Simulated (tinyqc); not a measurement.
MOS capacitor with interface traps: C-V stretch-out, conductance peak and subthreshold swing: one step, computed by the program tinyqc. Command: `OMP_NUM_THREADS=1 python tinyqc.py 3019641 3019642 out.jsonl mostraps walk`. One thread of a shared host (Intel(R) Xeon(R) Processor @ 2.30GHz), about 0.01 s of CPU time with the checks.

Energies at the interface are counted from the valence band. psi > 0 means bending towards depletion, so the surface potential is -psi. Boltzmann statistics, full ionisation, no quantum confinement. Traps are neutral when filled up to E_n, with a sharp (zero-temperature) occupation.

Task: Conductance peak. v = sqrt(3 k_B T/m) with the majority mass; surface density n_s = N exp(-psi/k_B T); tau = 1/(sigma v n_s); for a continuum of levels G_p/omega = C_it ln(1 + omega^2 tau^2)/(2 omega tau), which peaks at omega tau = 1.98, the frequency 1.98/(2 pi tau); potential fluctuations are left out.

Inputs (values chosen for the exercise, for a model semiconductor):
```
quantity                              value   unit
gap E_g                                1.24     eV
electron mass m_e                     0.353    m_0
doping N                            4.5e+17  cm^-3
capture cross-section sigma           4e-17   cm^2
band bending towards depletion psi     0.49      V
temperature T                           200      K
```

Substrate: n-type. Trap spectrum: U-shaped.

k_B T = 0.01723467 eV

C_it = 0.01767615 microF/cm^2

Constants: k_B = 1.380649e-23 J/K; m_0 = 9.1093837015e-31 kg.

Give: v; n_s; trap time constant; peak frequency; peak of G_p/omega.

Result:

v = 1.605e+07 cm/s

n_s = 2.022e+05 cm^-3

trap time constant = 7704 s

peak frequency = 4.091e-05 Hz

peak of G_p/omega = 0.007112 microF/cm^2

Caution: traps deeper than about 24 k_B T and minority carriers reach equilibrium slowly or not at all, so the charges here are limits for very slow sweeps.
